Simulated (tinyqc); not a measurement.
# Reduced doping and fringe capacitance from two biases

Question. C = eps0 eps_r hr/W + Cf with W = sqrt(2 eps0 eps_r (Vb + V)/(q Nr)), 1/Nr = 1/Na + 1/Nd. Find Cf, W at zero bias and Nr.

Parameters, values chosen for the exercise; values close to those of silicon near 1550 nm:
```
symbol  value  unit                                     meaning
eps_r    11.7        relative permittivity of the semiconductor
Vb       0.93     V                            built-in voltage
hr        220    nm                                  rib height
```

Constants: q = 1.602176634e-19 C, eps0 = 8.8541878128e-14 F/cm where lengths are in cm. Results are converted to the units shown.

C at V = 0 and 3 V (pF/m): [325.91629, 185.24873]

Answer. C is linear in (Vb + V)^(-1/2); the intercept is Cf.

Cf = 52.0 pF/m
W(0) = 83.2 nm
Nr = 1.74e17 cm^-3

Computed by the program tinyqc: `OMP_NUM_THREADS=1 python tinyqc.py 2650044 2650045 out.jsonl`, one thread of a shared Intel Xeon 2.30GHz, about 0.01 s for the whole run.
